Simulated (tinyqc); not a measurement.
Kinetics of strain relaxation and threading dislocations in mismatched semiconductor layers: one step, computed by the program tinyqc. Command: `OMP_NUM_THREADS=1 python tinyqc.py 3000323 3000324 out.jsonl threading walk`. One thread of a shared host (Intel(R) Xeon(R) Processor @ 2.30GHz), about 0.01 s of CPU time with the checks.

60-degree dislocations on {111} planes of a (001) layer, isotropic elasticity. The Schmid factor is 1/sqrt(6), and a misfit segment relieves strain with b/2.

Task: Relaxation in the anneal. Excess resolved stress tau = (1/sqrt 6) [2 G (1 + nu)/(1 - nu)] (e - e_eq), e_eq = b (1 - nu/4) [ln(h/b) + 1]/(4 pi (1 + nu) h), the Matthews-Blakeslee strain of an uncapped layer; glide velocity v = v0 tau exp(-Q/(k_B T)), tau in MPa. Threads run in two directions, so de/dt = -(b/4) rho v, and they multiply as d rho/dt = delta rho v. With x = e - e_eq, x0 = f - e_eq (fully strained at t = 0) and v = m S x (m the mobility, S x = tau): rho = rho_0 + (4 delta/b)(x0 - x), so dx/dt = -k x (a - x), k = delta m S, a = x0 + b rho_0/(4 delta): a logistic law, x = a/[1 + (a/x0 - 1) exp(k a t)]. The half time is that at which x = x0/2.

Inputs (values chosen for the exercise, modelled on Ge on Si): misfit f = 0.0396; shear modulus G = 57.3 GPa; Poisson ratio nu = 0.26; Burgers vector b = 4 angstrom; anneal temperature T = 584 K; anneal time t = 860 s; initial thread density rho_0 = 72000 1/cm^2; multiplication constant delta = 6500 1/m.

Sources: multiplication.

mobility v/tau = 1.383923e-10 m/s per MPa

equilibrium strain e_eq = 0.006922138

Give: strain left e; share of the excess strain relieved; thread density; half time.

Result:

strain left e = 0.03953

share of the excess strain relieved = 0.2197 %

thread density = 5.386e+05 1/cm^2

half time = 3411 s

The layer stays metastable: too few threads move too slowly. The misfit lines laid down are 2.8 micrometre apart. Caution: at stresses above about 1 GPa the linear velocity law understates glide, as stress lowers the kink barrier. Caution: at such misfit the layer islands and relaxes during the first nanometres, so a uniform strained start is an idealisation.
